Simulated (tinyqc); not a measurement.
Inside a calculation. Method: lattice vibrations of a chain. One step of it, computed by the program tinyqc.

Task: Frequencies. omega^2 are the eigenvalues; wavenumber = 521.4708 sqrt(eigenvalue) 1/cm.

D(q) (eV/(angstrom^2 u)):
```
                     1                    2                    3
1             0.365231  -0.144133+0.002441i  -0.150324+0.036387i
2  -0.144133-0.002441i             0.180025  -0.046249+0.001882i
3  -0.150324-0.036387i  -0.046249-0.001882i             0.160190
```

Give: eigenvalues; wavenumbers; weights |e|^2 of the mass-weighted modes.

Result:

eigenvalues: 0.0008  0.2165  0.4881

wavenumbers (1/cm): 14.7  242.6  364.3

weights |e|^2 of the mass-weighted modes:
```
        mode 1  mode 2  mode 3
atom 1  0.2514  0.0015  0.7472
atom 2  0.3250  0.5512  0.1238
atom 3  0.4236  0.4473  0.1291
```
